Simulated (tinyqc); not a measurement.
## Junction parameters from two forward currents

Question. D(v) = J1 (exp(v/Vt) - 1) + J2 (exp(v/(2 Vt)) - 1). Find J1, J2 and the voltage 2 Vt ln(J2/J1) near which both parts are equal.

Parameters, values chosen for the exercise: temperature T = 300 K.

Constants: q = 1.602176634e-19 C, kB = 1.380649e-23 J/K, Vt = kB T/q. Results are converted to the units shown.

junction voltages (V): [0.3, 0.6]
currents (uA/um): [5.0822076e-7, 0.0016056306]

Answer. The current is linear in J1 and J2, so two points give two equations.

J1 = 1.20e-13 uA/um
J2 = 1.50e-9 uA/um
crossover = 0.488 V

Numbers from tinyqc (`OMP_NUM_THREADS=1 python tinyqc.py 2182168 2182169 out.jsonl`; about 0.2 s on one thread of a shared Intel Xeon 2.30GHz).
